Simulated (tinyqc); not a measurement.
Ballistic transport through the one-dimensional subbands of a rectangular nanowire or nanosheet channel: one step, computed by the program tinyqc.

Hard walls, parabolic subbands, transport along x. Energies are counted from the bulk conduction band edge at the top of the barrier, which the gate pulls down by U; the source Fermi level lies at the bulk edge when U = 0.

Task: Conductance, capacitance and scattering. Linear conductance G = (2 e^2/h) sum_i g f(eta_i), g = 2, f = 1/(1 + exp(-eta_i)), with the barrier frozen at the eta_i above; current per perimeter I/(2(a + b)); with scattering, transmission lambda/(lambda + L) and low-bias resistance (1 + L/lambda)/G.

Inputs (values chosen for the exercise, modelled on silicon): height a = 4.3 nm; width b = 4.9 nm; temperature T = 300 K; mean free path for back-scattering lambda = 36 nm; channel length L = 81 nm.

Valleys: silicon [100] wire.

Occupation:
```
subband      eta_i    n_i (1/nm)  I_i (microampere)
1          1.29631  3.137564e-01       4.462146e+00
2          0.54493  2.106179e-01       3.123574e+00
3         -1.32010  5.331690e-02       7.966143e-01
4         -1.46996  4.677217e-02       6.981126e-01
5         -1.97191  6.475959e-02       4.422580e-01
6         -4.82810  1.845960e-03       2.729661e-02
7         -5.68079  7.891424e-04       1.166614e-02
8         -8.26911  5.941907e-05       8.782497e-04
9         -9.52951  1.684963e-05       2.490450e-04
10       -10.88552  4.342072e-06       6.417756e-05
```

ballistic current I = 9.562859 microampere

Constants: e = 1.602176634e-19 C; h = 6.62607015e-34 J s.

Give: open modes sum g f; ballistic conductance; current per perimeter; transmission; low-bias resistance with scattering.

Result:

open modes sum g f = 3.900

ballistic conductance = 302.1 microsiemens

current per perimeter = 519.7 microampere/micrometre

transmission = 0.3077

low-bias resistance with scattering = 10.76 kiloohm

Even without scattering the wire has h/(2 e^2 M) = 3.31 kiloohm, which sits in the contacts.
